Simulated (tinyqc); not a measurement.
Inside a calculation: heterojunction of two tight-binding chains. Values are carried at full precision from step to step, so a last printed digit may differ when a step is redone from the rounded ones.

Left chain: hopping -t1, sites at 2 t1 (band bottom 0). Right chain: hopping -t2, sites at dE + 2 t2 (bottom dE). t = c/(m a^2), c = hbar^2/2m0. The bond across the interface is -tc with tc = f sqrt(t1 t2), and the last left site has the extra energy U. In a chain E = bottom + 2t (1 - cos(ka)); the surface Green function of a half chain is g = -exp(ika)/t, with Im k > 0 where cos(ka) > 1.

Constants: hbar^2/2m0 = 3.80998211 eV angstrom^2.

Parameters, chosen for this exercise (masses and offset of the size met at InAs / GaSb; the results hold for these values, not for the real material):
```
symbol  value  unit      meaning
a       4      angstrom  site spacing
m1      0.028  m0        mass on the left
m2      0.042  m0        mass on the right
f       1                factor on the interface hopping
dE      0.94   eV        band offset
E       0.992  eV        electron energy
U       0.15   eV        extra energy on the last left site
```

## Hoppings

Form t1, t2 and tc.

t1 = 8.5044 eV
t2 = 5.6696 eV
tc = 6.9438 eV

## Wave numbers and velocities

The left chain has hopping t1 and band bottom 0, the right one t2 and dE. cos(ka) = 1 - (E - bottom)/(2t); dE/dk = 2 t a sin(ka).

ka (rad): left 0.34322, right 0.09581

dE/dk (eV angstrom): left 22.8951, right 4.3388

## Self-energies on the last left site

Hoppings t1 (left), t2 (right), tc (interface); g is the surface Green function of a half chain. The rest of the left chain gives S1 = t1^2 g1 = -t1 exp(i k1 a); the right chain gives S2 = tc^2 g2 = -(tc^2/t2) exp(i k2 a).

S1 = -8.00842-2.86188i eV
S2 = -8.46542-0.81353i eV

## Transmission

The last site of the left chain has energy 2 t1 + U, and S1, S2 are the self-energies of the two half chains on it. G = 1/(E - 2 t1 - U - S1 - S2); T = 4 Im(S1) Im(S2) |G|^2.

G = 0.0226-0.2702i 1/eV
T = 0.6846

A fraction 0.3154 is reflected although the electron lies above the step.

## Checks

- T from the Green function against 1 - |r|^2 from matching plane waves: both 0.684624.

tinyqc: `OMP_NUM_THREADS=1 python tinyqc.py 1482194 1482195 out.jsonl`; about 0.01 s, one thread, shared Intel(R) Xeon(R) Processor @ 2.30GHz.
